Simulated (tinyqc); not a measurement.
Inside a calculation: donors on two lattice sites with valley-orbit split states. Values are carried at full precision from step to step, so a last printed digit may differ when a step is redone from the rounded ones.

Each donor binds at most one electron, in any of its states. For a site s, W_s = sum over its states of g exp(E/kT), and the ionised share is 1/(1 + W_s exp(eta)), eta = (EF - Ec)/kT; n = Nc F_1/2(eta); neutrality n + NA = ND x (mean ionised share, the two sites in equal numbers); holes are neglected. Nc from N = 2 (m kB T/(4 pi c))^(3/2) with c = hbar^2/2m0, in 1/angstrom^3; times 1e24 for 1/cm^3, m = md. F_j(eta) = (1/Gamma(j + 1)) integral_0^infinity x^j dx/(1 + exp(x - eta)), which tends to exp(eta) for eta << 0.

Constants: hbar^2/2m0 = 3.80998211 eV angstrom^2; kB = 8.617333262e-05 eV/K.

Inputs chosen for the exercise (near those of nitrogen in 4H-SiC; the results hold for these values, not for the real material):
- md = 0.801 m0 (density-of-states mass of the conduction band)
- E = (62, 53.9, 125.4, 83.7) meV (binding energies of h ground, h excited, k ground, k excited)
- g = (2, 4, 2, 4) (their degeneracies with spin)
- T = 300 K
- ND = 1.1e+18 1/cm^3 (donors, half on each site)
- NA = 0 1/cm^3 (compensating acceptors, all ionised)
- mu0 = 39 cm^2/(V s) (mobility at heavy doping)
- mu1 = 970 cm^2/(V s) (mobility at light doping and 300 K)
- Nr = 1.9e+17 1/cm^3 (reference doping)
- de = 0.61 (doping exponent)
- ga = 2.4 (temperature exponent)

## Partition sums of the neutral donor

Give each term g exp(E/kT), W_s, and the effective degeneracy W_s exp(-E_ground/kT).

Nc = 1.7990e+19 1/cm^3

terms: h ground 22.01, h excited 32.18, k ground 255.7, k excited 101.9

W_s: h 54.185, k 357.55

effective degeneracy: h 4.924, k 2.797

The ground state alone would give 2 and all states together 6 on each site; here the excited states hold 59 % and 28 % of the bound electrons on the h and k sites.

## Neutrality

Solve for eta.

eta = -3.960
n = 3.41e+17 1/cm^3

ionised share: h 0.492, k 0.128

n is 0.310 of ND - NA. The deeper k site is ionised 0.26 times as much as the h site.

## Mobility and resistivity

Mobility (Caughey-Thomas form): mu = mu0 + (mu1 (T/300)^(-ga) - mu0)/(1 + ((ND + NA)/Nr)^de); rho = 1/(e n mu), e = 1.602176634e-19 C.

Compare with full ionisation, n = ND - NA.

mu = 276.6 cm^2/(V s)
rho = 0.0662 ohm cm
rho at full ionisation = 0.0205 ohm cm

Incomplete ionisation raises rho by a factor 3.23.

## Checks

- n + NA against ND times the mean ionised share (1/cm^3): both 3.408e+17.

Program tinyqc; command `OMP_NUM_THREADS=1 python tinyqc.py 1650665 1650666 out.jsonl`; about 0.01 s on one thread of a shared Intel(R) Xeon(R) Processor @ 2.30GHz.
